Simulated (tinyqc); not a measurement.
## Choice of the length

One arm driven from 0 to V: phase 2 pi dneff L/lam; biased at quadrature the output swings between [1 -+ sin(phase/2)]/2; extinction ratio in dB; insertion loss = loss x L. The modulation amplitude is sin(phase/2) 10^(-insertion loss/10), as a share of the input power.

Parameters, values chosen for the exercise: wavelength lam = 1550 nm.

dneff = 0.0003129
loss = 19.8 dB/cm

Choice of the length:

| L (mm) | phase (pi) | extinction (dB) | insertion loss (dB) | amplitude |
|---|---|---|---|---|
| 0.3 | 0.12112 | 1.6626 | 0.59400 | 0.16494 |
| 0.39 | 0.15746 | 2.1706 | 0.77220 | 0.20494 |
| 0.5 | 0.20187 | 2.8016 | 0.99000 | 0.24825 |
| 0.65 | 0.26243 | 3.6865 | 1.2870 | 0.29790 |
| 0.84 | 0.33914 | 4.8630 | 1.6632 | 0.34629 |
| 1.1 | 0.44412 | 6.6207 | 2.1780 | 0.38905 |
| 1.4 | 0.56524 | 8.9861 | 2.7720 | 0.40974 |
| 1.8 | 0.72674 | 13.232 | 3.5640 | 0.40022 |
| 2.4 | 0.96898 | 32.264 | 4.7520 | 0.33441 |

What does the table show?

The amplitude goes from 0.165 through a maximum of 0.410 (at L = 1.4 mm among the rows listed) to 0.334, while the extinction ratio rises from 1.66 to 32.3 dB. The phase grows linearly with length while the transmitted power falls exponentially, hence the maximum. Beyond a few millimetres electrode loss and velocity mismatch, left out here, limit the speed.

Numbers from tinyqc (`OMP_NUM_THREADS=1 python tinyqc.py 2650131 2650132 out.jsonl`; about 0.01 s on one thread of a shared Intel Xeon 2.30GHz).
